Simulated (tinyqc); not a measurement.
The best anneal temperature for the time t: solubility, supersaturation, precipitation and gettering of an impurity in a silicon-like host. Computed by tinyqc, a small Python program. Command: `OMP_NUM_THREADS=1 python tinyqc.py 3005045 3005046 out.jsonl ripen walk`. One thread of a shared host (Intel(R) Xeon(R) Processor @ 2.30GHz), about 0.01 s of CPU time with the checks.

The wafer was saturated at T1 and is then held at T.

Inputs (values chosen for the exercise, modelled on gold in silicon):
```
quantity                                   value    unit
site density N0                            5e+22  1/cm^3
enthalpy of solution H                      1.93      eV
entropy of solution S                        2.6     k_B
diffusion prefactor D0                    0.0002  cm^2/s
migration energy Q                          1.11      eV
temperature of saturation T1                1375       K
anneal temperature T                         848       K
sink density n                           1.5e+11  1/cm^3
initial sink radius r0                        18      nm
impurity density in the precipitate C_p  2.4e+22  1/cm^3
interface energy gamma                      0.38   J/m^2
anneal time t                                910       s
```

Constants: k_B = 8.617333262e-05 eV/K; k_B = 1.380649e-23 J/K.

Method:
- C_eq(T) = N0 exp(S/k_B - H/(k_B T)); D(T) = D0 exp(-Q/(k_B T)); C0 = C_eq(T1). Supersaturation s = C0/C_eq(T); critical radius r* = 2 gamma/(C_p k_B T ln s); barrier W* = (4 pi/3) gamma r*^2. Strain energy is left out.
- r_f = [r0^3 + 3 (C0 - C_eq)/(4 pi n C_p)]^(1/3), tau_f = 1/(4 pi n r_f D).
- Growing sinks: with y = r/r_f and y0 = r0/r_f, dy/dt = (1 - y^3)/(3 tau_f y), which integrates to t/tau_f = F(y) - F(y0), F(y) = (1/2) ln[(1 + y + y^2)/(1 - y)^2] - sqrt(3) arctan[(2y + 1)/sqrt(3)]; the share of the excess left is (1 - y^3)/(1 - y0^3), and C(t) = C_eq + (C0 - C_eq) x share.

C0 = 5.67701e+16 1/cm^3

Dissolved share after t:
```
T (K)     C_eq/C0   tau_f (s)  C(t)/C0
619    2.2926e-09  1.3605e+06  0.99943
715    2.9522e-07  8.3231e+04  0.99077
825    1.9230e-05  7.5351e+03  0.90179
935    4.6887e-04  1.2005e+03  0.50842
1045   5.8358e-03  2.8176e+02  0.05135
1155   4.4933e-02  8.7557e+01  0.04497
1251   1.9898e-01  3.8002e+01  0.19898
1320   5.0728e-01  2.3249e+01  0.50728
```

The lowest dissolved share among these rows is 0.045 at 1155 K. Above it solubility sets the floor; below it diffusion is too slow for this time. Solubility falls with H = 1.93 eV and diffusion with Q = 1.11 eV. Caution: the barrier to homogeneous nucleation is below 35 k_B T for these inputs, so new precipitates would form and outnumber the fixed sinks assumed here.

Extremes, crossings and ranges named in words are read from the listed rows.
